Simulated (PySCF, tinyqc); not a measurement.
Worked calculation: MP2 on RHF in the sto-6g basis, for H3-, spin multiplicity 1. The basis has no diffuse functions, so it cannot describe the extra electron: this is an exercise in the method, not the real anion. The lowest restricted solution is unstable here: a spin-polarised one lies 0.0038 hartree lower (PySCF). One step of it, computed by the program tinyqc.

Problem. Orthogonalisation. S = U s U^T; symmetric (Loewdin) form X = U s^(-1/2) U^T, so that X^T S X = 1.

overlap S:
```
          1H 1s     2H 1s     3H 1s
1H 1s  1.000000  0.525359  0.525203
2H 1s  0.525359  1.000000  0.368151
3H 1s  0.525203  0.368151  1.000000
```

Give: eigenvalues of S; X.

Solution.

eigenvalues of S: 0.419  0.632  1.949

X:
```
        1H 1s   2H 1s   3H 1s
1H 1s   1.230  -0.285  -0.284
2H 1s  -0.285   1.145  -0.113
3H 1s  -0.284  -0.113   1.145
```
